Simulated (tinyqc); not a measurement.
Kink density above f_c: Frenkel-Kontorova chain: a misfit dislocation (kink) in a monolayer on a periodic substrate. Computed by tinyqc, a small Python program. Command: `OMP_NUM_THREADS=1 python tinyqc.py 3023412 3023413 out.jsonl fkchain walk`. One thread of a shared host (Intel(R) Xeon(R) Processor @ 2.30GHz), about 0.03 s of CPU time with the checks.

E = sum_j [(k/2)(x_(j+1) - x_j - b)^2 + (W/2)(1 - cos(2 pi x_j/a))], x_j = a (j + u_j). A kink takes u from 0 to 1: the chain is stretched by one period and has one atom fewer than wells.

Inputs (values chosen for the exercise, for a model overlayer): spring constant k = 3.1 eV/angstrom^2; substrate period a = 3.26 angstrom; corrugation W = 1.61 eV; misfit f = (b - a)/a = 0.31; atomic mass M = 170 u.

Constants: nu for 1 eV/(angstrom^2 u) = 15.6333042 THz.

Method. l0 = sqrt(k a^2/(2 W)); kink u(j) = (2/pi) arctan exp(pi j/l0); kink energy at f = 0: E0 = (4/pi) W l0; with misfit E0 - k a^2 f; kinks become favourable at f_c = 2/(pi l0), and a coherent chain with free ends loses stability at f_m = 1/l0. Lowest vibration of the flat chain: nu0 = 15.6333042 THz x sqrt(2 pi^2 W/(a^2 M)). Frank and van der Merwe: the modulus q solves f = 2 E(q)/(pi l0 q), and the kinks per atom are pi/(2 l0 q K(q)), with the complete elliptic integrals K and E; strain left = f - density (for f above f_c = 2/(pi l0)).

critical misfit f_c = 0.199026

kink width l0 = 3.19868

Continuum ground state:
```
f             q  kinks per atom  strain left
0.2000  0.99902         0.10906     0.090943
0.2030  0.99529         0.13240     0.070602
0.2090  0.98665         0.15476     0.054240
0.2189  0.97078         0.17809     0.040812
0.2388  0.93627         0.21153     0.027274
0.2786  0.86553         0.26328     0.015320
0.3383  0.76740         0.33024     0.008064
0.4379  0.63526         0.43429     0.003611
```

0.49 % above f_c the density is already 0.55 of f: kinks repel only exponentially, so they flood in, as 1/|ln(f - f_c)|. At 2.2 f_c they take up 99.2 % of the misfit and the layer floats nearly free. Caution: a corrugation above 1 eV is larger than real overlayers usually show; it is chosen to keep the kink narrow.
